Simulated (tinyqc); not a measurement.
# From ratio -V_in/V_out back to boundary conductance G under the metal

Model: time-domain thermoreflectance: layered heat flow under a modulated pulse train, and what the signal ratio measures. Computed by tinyqc, a small Python program. Command: `OMP_NUM_THREADS=1 python tinyqc.py 3110667 3110668 out.jsonl tdtr inv`. One thread of a shared host (Intel(R) Xeon(R) Processor @ 2.30GHz), about 0.6 s of CPU time with the checks.

Pulses repeat at 80 MHz; heat is laid down at the surface, all layers are isotropic, and the film is in perfect contact with the substrate.

Inputs (values chosen for the exercise, modelled on aluminium on 4H-SiC):

| quantity | value | unit |
|---|---|---|
| metal thickness d | 94 | nm |
| metal conductivity | 140 | W/(m K) |
| metal heat capacity | 2.42 | MJ/(m^3 K) |
| film thickness | 5.1 | nm |
| film conductivity | 3.5 | W/(m K) |
| film heat capacity | 2.9 | MJ/(m^3 K) |
| substrate conductivity kappa | 341 | W/(m K) |
| substrate heat capacity C | 2.23 | MJ/(m^3 K) |
| modulation frequency f | 9.8 | MHz |
| spot radius w (1/e^2, pump and probe) | 24 | micrometre |
| delay t | 180 | ps |

Stack: metal, film, substrate.

Method:
- For radial wave number k and angular frequency W each layer has u = sqrt(4 pi^2 k^2 + i W C/kappa) and gamma = kappa u. Surface impedance from below: Z = 1/gamma for the substrate; a layer of thickness L maps Z to (Z + tanh(u L)/gamma)/(1 + gamma Z tanh(u L)); a boundary adds 1/G.
- Response per absorbed watt H(W) = 2 pi int_0^(2/w) Z(k, W) exp(-pi^2 k^2 w^2) k dk by 20 Gauss-Legendre points.
- Signal: X + iY = sum_(m = -M..M) H(2 pi (f + m f_r)) exp(i 2 pi m f_r t) exp(-pi (m/M)^2 x 4), f_r = 80 MHz, M = 4000, with H(-W) the complex conjugate of H(W); V_in = X, V_out = Y, ratio = -V_in/V_out.

Problem. A run gave the result below. Find the boundary conductance G under the metal, known to lie between 110 and 290 MW/(m^2 K).

ratio -V_in/V_out = 13.13415

Solution.

Each step takes the trial c = (a f_b - b f_a)/(f_b - f_a), f being the result less the target and a, b, c the logarithms of the listed values; c replaces end b, the old b replaces a if the sign of f changed, and otherwise f_a is halved.

Scan of the range:

| boundary conductance G under the metal (MW/(m^2 K)) | ratio -V_in/V_out |
|---|---|
| 110 | 12.0547 |
| 129 | 12.5623 |
| 152 | 12.9266 |
| 179 | 13.1652 |
| 210 | 13.3090 |
| 247 | 13.3884 |
| 290 | 13.4179 |

False position (Illinois rule, in the logarithm of the input) inside the bracket:

| step | end a | end b | trial | ratio -V_in/V_out |
|---|---|---|---|---|
| 1 | 152.000 | 179.000 | 175.229 | 13.1400 |
| 2 | 152.000 | 175.229 | 173.906 | 13.1306 |
| 3 | 175.229 | 173.906 | 174.403 | 13.1342 |
| 4 | 173.906 | 174.403 | 174.400 | 13.1342 |
| 5 | 173.906 | 174.400 | 174.400 | 13.1341 |
| 6 | 174.400 | 174.400 | 174.400 | 13.1341 |

Ratio -V_in/V_out rises at every point of a 13-point scan of the range (every second point is shown), so one value fits; it is bracketed by 152 and 179. Answer: boundary conductance G under the metal = 174.4 MW/(m^2 K).
